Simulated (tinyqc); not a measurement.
# Free and trapped electrons in a MOS channel with a dense trap tail, step by step

Computed by the program tinyqc: `OMP_NUM_THREADS=1 python tinyqc.py 2222225 2222226 out.jsonl`, one thread of a shared Intel Xeon 2.30GHz, about 0.02 s for the whole run. Printed values are rounded.

p-type body, charge-sheet picture, full ionisation (an idealisation for deep acceptors), Boltzmann statistics for free electrons. e = Ec - EF at the surface. Acceptor-like traps of density D(E) = D0 + De exp(-E/Ew) at depth E below Ec, from 0 to Eu, hold n_t = integral of D(E)/(1 + exp((e - E)/Vt)). psi = Eg - Vt ln(Nv/Na) - e; N_dep = sqrt(2 eps0 eps_r Na (psi - Vt)/q); n_f = sqrt(N_dep^2 + 2 eps0 eps_r Vt Nc exp(-e/Vt)/q) - N_dep; Vg = Vfb + psi + q (N_dep + n_t + n_f)/Cox, Cox = eps0 eox/tox.

Values chosen for this exercise; band and dielectric values close to those of 4H silicon carbide: temperature T = 300 K; band gap Eg = 3.2 eV; relative permittivity eps_r = 9.79; conduction-band density of states at T Nc = 1.7e19 cm^-3; valence-band density of states at T Nv = 2.48e19 cm^-3; relative permittivity of the insulator eox = 3.9; insulator thickness tox = 60 nm; acceptor density Na = 2.1e16 cm^-3; flat-band voltage without trapped charge Vfb = -1.98 V; constant background density of acceptor-like traps D0 = 8.4e10 cm^-2 eV^-1; density of the tail at the conduction edge De = 3.6e12 cm^-2 eV^-1; decay energy of the tail Ew = 0.07 eV; depth below Ec down to which the traps reach Eu = 0.96 eV; mobility of free electrons mf = 110 cm^2/(V s); Ec - EF at the surface e = 0.086 eV.

Constants: q = 1.602176634e-19 C, kB = 1.380649e-23 J/K, Vt = kB T/q, eps0 = 8.8541878128e-14 F/cm where lengths are in cm. Results are converted to the units shown.

## Trapped charge

Trapezoid rule on 16 equal steps from 0 to Eu, f = 1/(1 + exp((e - E)/Vt)).

```
point  E (eV)  D(E) f (cm^-2 eV^-1)
0           0            1.27720e11
1        0.06            4.31652e11
2        0.12            5.77355e11
3        0.18            3.49913e11
4        0.24            2.00242e11
5         0.3            1.33516e11
6        0.36            1.05025e11
7        0.42            9.29233e10
8        0.48            8.77869e10
9        0.54            8.56071e10
10        0.6            8.46820e10
11       0.66            8.42894e10
12       0.72            8.41228e10
13       0.78            8.40521e10
14       0.84            8.40221e10
15        0.9            8.40094e10
16       0.96            8.40040e10
```

n_t = 1.60504e11 cm^-2

With 1600 steps n_t = 1.615e11 cm^-2; the coarse value is 0.59 % below it.

## Charges and gate voltage

psi, N_dep, n_f and Vg as defined, with the n_t given; free share n_f/(n_f + n_t); apparent mobility mf n_f/(n_f + n_t); gate voltage spent on traps q n_t/Cox.

psi = 2.93112 V
N_dep = 8.12509e11 cm^-2
n_f = 9.90605e10 cm^-2
Vg = 3.93563 V
free share = 38.1642 %
apparent mobility = 41.9806 cm^2/(V s)
gate voltage spent on traps = 0.446820 V
